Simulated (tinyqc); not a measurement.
# Arrhenius plot from several rate windows

Emission rate en = sn vth(T) Nc(T) exp(-Et/kB T) = sn g T^2 exp(-Et/kB T), g = vth Nc/(300 K)^2, as vth goes as T^0.5 and Nc as T^1.5 (degeneracy factor 1). Each window ew gives the temperature where en = ew.

Inputs (values chosen for the exercise); material values close to those of gallium nitride:

| symbol | value | unit | meaning |
|---|---|---|---|
| Nc | 2.32e18 | cm^-3 | conduction-band density of states at 300 K |
| vth | 2.6e7 | cm/s | thermal velocity at 300 K |
| Et | 0.35 | eV | depth of the trap below the conduction edge |
| sn | 1.6e-14 | cm^2 | capture cross-section |

Constants: q = 1.602176634e-19 C, kB = 1.380649e-23 J/K. Results are converted to the units shown.

Results:

| ew (1/s) | T peak (K) | q/kB T (1/eV) | ln(ew/T^2) | ln ew |
|---|---|---|---|---|
| 1.7 | 157.6 | 73.65 | -9.589 | 0.5306 |
| 5.1 | 164.0 | 70.74 | -8.571 | 1.629 |
| 47 | 178.8 | 64.89 | -6.523 | 3.850 |
| 140 | 187.1 | 62.03 | -5.522 | 4.942 |
| 430 | 196.4 | 59.10 | -4.496 | 6.064 |
| 1300 | 206.4 | 56.22 | -3.490 | 7.170 |
| 3900 | 217.4 | 53.38 | -2.495 | 8.269 |

Estimate the missing row, ew = 15 1/s.

Computed row:

| ew (1/s) | T peak (K) | q/kB T (1/eV) | ln(ew/T^2) | ln ew |
|---|---|---|---|---|
| 15 | 170.9 | 67.89 | -7.574 | 2.708 |

With this row back in the table: The peak rises from 158 to 217 K. ln(ew/T^2) against q/kB T is a straight line of slope -0.3500 eV, the trap depth. Its intercept gives sn = 1.60e-14 cm^2. Leaving out the T^2 gives 0.3818 eV, too high by about 2 kB T.

Computed by the program tinyqc: `OMP_NUM_THREADS=1 python tinyqc.py 2050168 2050169 out.jsonl`, one thread of a shared Intel Xeon 2.30GHz, about 0.01 s for the whole run.
